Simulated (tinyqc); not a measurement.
Thermally averaged conductivity mass under uniaxial [001] stress: six-band Luttinger-Kohn model with strain.

Six-band Luttinger-Kohn model in the basis |3/2,3/2>, |3/2,1/2>, |3/2,-1/2>, |3/2,-3/2>, |1/2,1/2>, |1/2,-1/2>, electron energies, zero at the top of the unstrained valence band. H = -[rows: (P+Q, -S, R, 0, -S/r2, r2 R); (-S*, P-Q, 0, R, -r2 Q, r32 S); (R*, 0, P-Q, S, r32 S*, r2 Q); (0, R*, S*, P+Q, -r2 R*, -S*/r2); (-S*/r2, -r2 Q, r32 S, -r2 R, P+Dso, 0); (r2 R*, r32 S*, r2 Q, -S/r2, 0, P+Dso)], r2 = sqrt(2), r32 = sqrt(3/2). Levels are twofold.

P = c g1 k^2 - av tr(e); Q = c g2 (kx^2 + ky^2 - 2 kz^2) - (b/2)(exx + eyy - 2 ezz); R = c sqrt3 [-g2 (kx^2 - ky^2) + 2i g3 kx ky] + (sqrt3/2) b (exx - eyy) - i d exy; S = 2 c sqrt3 g3 (kx - i ky) kz - d (exz - i eyz); c = hbar^2/2m0, e the strain tensor (not engineering shear).

s11 = (C11 + C12)/((C11 - C12)(C11 + 2 C12)), s12 = -C12/((C11 - C12)(C11 + 2 C12)), s44 = 1/C44; exx = s11 sxx + s12 (syy + szz) and cyclic, exy = s44 sxy/2; tension is positive. A uniaxial stress X along the unit vector n is s_ij = X n_i n_j.

Constants: hbar^2/2m0 = 3.80998211 eV angstrom^2; kB = 8.617333262e-05 eV/K.

Parameters, chosen for this exercise (near those of GaAs; not measured data): Dso = 0.322 eV (spin-orbit splitting); g1 = 7.06 (Luttinger gamma1); g2 = 2.06 (gamma2); g3 = 2.9 (gamma3); av = 1.12 eV (valence hydrostatic potential); b = -2.04 eV (tetragonal shear potential); d = -5.01 eV (trigonal shear potential); C11 = 123.2 GPa; C12 = 57.6 GPa; C44 = 58.3 GPa; load = uniaxial [001] (kind of stress); T = 200 K (temperature).

Non-degenerate holes: weights exp(E/kT) on a 16 x 16 x 16 grid of midpoints in the cube |k_i| < 0.2 1/angstrom; 1/m_c = <(dE/dk_u)^2>/(hbar^2 kT) along [110], over all six bands. With an unchanged scattering time the mobility goes as 1/m_c.

Averages:

| X (GPa) | share of the top pair | m_c (m0) | gain m_c(0)/m_c |
|---|---|---|---|
| -2.10 | 1.000 | 0.366 | 1.049 |
| -0.70 | 0.984 | 0.409 | 0.939 |
| 0.00 | 0.950 | 0.384 | 1.000 |
| 0.70 | 0.981 | 0.345 | 1.111 |
| 2.10 | 0.999 | 0.225 | 1.704 |

What does the comparison show?

The largest gain from mass alone is 1.70 at X = 2.10 GPa, where the top pair holds 100 % of the holes (95 % without stress); the opposite end of the sweep gives 1.05; the grid is good to about 0.02 in these ratios. The average reaches energies of a few kT, beyond the range of the edge curvature, and changes of scattering are left out. The ends of the sweep lie beyond the range of linear deformation potentials.

tinyqc: `OMP_NUM_THREADS=1 python tinyqc.py 1051543 1051544 out.jsonl`; about 0.2 s, one thread, shared Intel(R) Xeon(R) Processor @ 2.30GHz.
